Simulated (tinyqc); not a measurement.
Millisecond and nanosecond annealing: surface heating, thermal budget and solid-phase regrowth: one step, computed by the program tinyqc. Command: `OMP_NUM_THREADS=1 python tinyqc.py 3015692 3015693 out.jsonl flash walk`. One thread of a shared host (Intel(R) Xeon(R) Processor @ 2.30GHz), about 0.02 s of CPU time with the checks.

A square pulse heats the surface of a thick wafer with constant thermal properties; losses by radiation are neglected and silicon melts at 1414 C.

Question. Thermal budget. Absorbed flux q = (1 - R) fluence/t_p; kappa = k/c. With f(z, t) = (2 q/k) sqrt(kappa t) ierfc(z/(2 sqrt(kappa t))), ierfc(x) = exp(-x^2)/sqrt(pi) - x erfc(x): T = T0 + f(z, t) during the pulse and T0 + f(z, t) - f(z, t - t_p) after it. Temperatures in kelvin are T(C) + 273.15. Integrate exp(-E/(k_B T(t))) at the surface from 0 to 10 t_p (Gauss-Legendre, 60 points in sqrt(t) up to t_p and 60 in sqrt(t - t_p) after it). (Dt) = D0 x integral with E; regrowth = v0 x integral with E_v; effective time = integral/exp(-E/(k_B T_peak)).

Inputs (values chosen for the exercise, modelled on hot silicon with phosphorus): incident fluence = 26.7 J/cm^2; pulse length t_p = 0.001 s; reflectance R = 0.46; thermal conductivity k = 0.3 W/(cm K); heat capacity per volume c = 2.19 J/(cm^3 K); preheat temperature T0 = 500 C; dopant prefactor D0 = 4.07 cm^2/s; dopant activation energy E = 3.66 eV; regrowth prefactor v0 = 4e+08 cm/s; regrowth energy E_v = 2.71 eV.

Source: flash lamp.

peak temperature = 1134.713 C

Constants: k_B = 8.617333262e-05 eV/K.

Give: budget (Dt); diffusion length 2 sqrt(Dt); effective time over t_p; possible regrowth.

Answer.

budget (Dt) = 4.526e-17 cm^2

diffusion length 2 sqrt(Dt) = 0.1346 nm

effective time over t_p = 0.1406

possible regrowth = 150.6 nm

Caution: equilibrium diffusivities are used; implant damage enhances diffusion, and k and c vary with temperature. Caution: a diffusion length below the atomic spacing of 0.235 nm means about one jump per atom or fewer, so the profile does not change measurably.
